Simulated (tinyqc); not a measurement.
Franz-Keldysh effect at a direct gap: one step. Electro-optic energy and length. Two cases, with inputs chosen for the exercise.

Task: For each hole band give mr, th and the length th/(e Fd).

Parabolic bands, vertical transitions, no excitons. For each hole band j: mr = me mj/(me + mj); joint density of states J_j(E) = (mr/c)^(3/2) sqrt(E - Eg)/(2 pi^2), both spins, c = hbar^2/2m0; averaged matrix element |e.p|^2 = m0 Ep/6; alpha_j(E) = 4 pi^2 alpha_f c Ep J_j/(3 nr E) in 1/angstrom (alpha_f the fine-structure constant, listed as alpha among the constants), times 1e8 for 1/cm.

In a field Fd (1 kV/cm = 1e-5 V/angstrom) the electro-optic energy of band j is th = (c (e Fd)^2/mr)^(1/3), and sqrt(E - Eg) in J_j is replaced by pi sqrt(th) [Ai'(b)^2 - b Ai(b)^2] with b = (Eg - E)/th; Ai is the Airy function.

Constants: hbar^2/2m0 = 3.80998211 eV angstrom^2; fine-structure constant alpha = 0.007297352564.

Give: Scales.

Case 1.

Values chosen (near those of InGaAs; not measured data): Eg = 0.771 eV (direct gap); me = 0.0412 m0 (electron mass); mhh = 0.474 m0 (heavy-hole mass); mlh = 0.0509 m0 (light-hole mass); Ep = 22.6 eV (Kane energy); nr = 3.5 (refractive index); Fd = 120 kV/cm (uniform field).

Result:

Scales:

| hole | mr (m0) | th (meV) | length (angstrom) |
|---|---|---|---|
| heavy | 0.03791 | 52.504 | 43.8 |
| light | 0.02277 | 62.227 | 51.9 |

The light-hole pair has th larger by a factor 1.185, the cube root of the ratio of reduced masses.

Case 2.

Values chosen (near those of InGaAs; not measured data): Eg = 0.746 eV (direct gap); me = 0.0394 m0 (electron mass); mhh = 0.475 m0 (heavy-hole mass); mlh = 0.053 m0 (light-hole mass); Ep = 23.2 eV (Kane energy); nr = 3.57 (refractive index); Fd = 100 kV/cm (uniform field).

Result:

Scales:

| hole | mr (m0) | th (meV) | length (angstrom) |
|---|---|---|---|
| heavy | 0.03638 | 47.135 | 47.1 |
| light | 0.02260 | 55.243 | 55.2 |

The light-hole pair has th larger by a factor 1.172, the cube root of the ratio of reduced masses.

Computed by tinyqc, one run a case: `OMP_NUM_THREADS=1 python tinyqc.py N N+1 out.jsonl` with N = 1680915, 1681114; one thread of a shared Intel(R) Xeon(R) Processor @ 2.30GHz, about 0.01 s a run at most.
